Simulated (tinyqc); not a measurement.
Ellipsoidal valleys in the axes of a wafer and a channel: one step. Device axes and valley axes.

Valleys with axes a along x, y and z, two valleys each; inverse mass tensor w = 1/mt + (1/ml - 1/mt) a a. Device axes: z = nz/|nz|, x = nx/|nx|, y = z cross x; in them a = (ax, ay, az). Confinement mass mz = 1/w_zz. In the plane w_ij is replaced by u_ij = w_ij - w_iz w_jz/w_zz (i, j = x, y); density-of-states mass md = 1/sqrt(det u); conductivity mass along x mc = 1/u_xx; ballistic transport mass mx = u_yy/det u, width mass my = 1/u_yy.

Parameters, chosen for this exercise (near those of the Delta valleys of Si; the results hold for these values, not for the real material): ml = 0.93 m0 (longitudinal mass); mt = 0.187 m0 (transverse mass); nz = (0, 0, 1) (surface normal (confinement)); nx = (1, 1, 0) (channel direction).

Question. Give the rows x, y, z in cubic components and each valley axis in device components.

Give: device axes; valley axes.

Answer.

device axes:
```
     [100]   [010]   [001]
x   0.7071  0.7071  0.0000
y  -0.7071  0.7071  0.0000
z   0.0000  0.0000  1.0000
```

valley axes:
```
       ax       ay      az
x  0.7071  -0.7071  0.0000
y  0.7071   0.7071  0.0000
z  0.0000   0.0000  1.0000
```

Run: tinyqc, `OMP_NUM_THREADS=1 python tinyqc.py 1850414 1850415 out.jsonl`; Intel(R) Xeon(R) Processor @ 2.30GHz, one thread, shared host; about 0.01 s of CPU time with all checks.
